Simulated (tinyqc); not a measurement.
Van der Pauw, Hall and four-point-probe measurements on a doped layer: one step of the calculation.

A uniform n-type layer with sheet resistance Rs = 1/(q ns mu), point contacts, low field (mu B small).

Question. New z. The van der Pauw equation exp(-pi RA z) + exp(-pi RB z) = 1 is solved for z = 1/Rs: e1 = exp(-pi RA z), e2 = exp(-pi RB z), f = e1 + e2 - 1, f' = -pi (RA e1 + RB e2), z(new) = z - f/f'.

z after iteration 1 = 0.91031758 mS
RA = 29.486808 ohm
RB = 707.49413 ohm

Wanted: e1; e2; f; f'; z after iteration 2.

Answer.

e1 = 0.91913
e2 = 0.13222
f = 0.051345
f' = -0.37901 kohm
z after iteration 2 = 1.0458 mS

Program tinyqc, `OMP_NUM_THREADS=1 python tinyqc.py 2850181 2850182 out.jsonl`; Intel Xeon 2.30GHz, shared host, one thread, about 0.01 s.
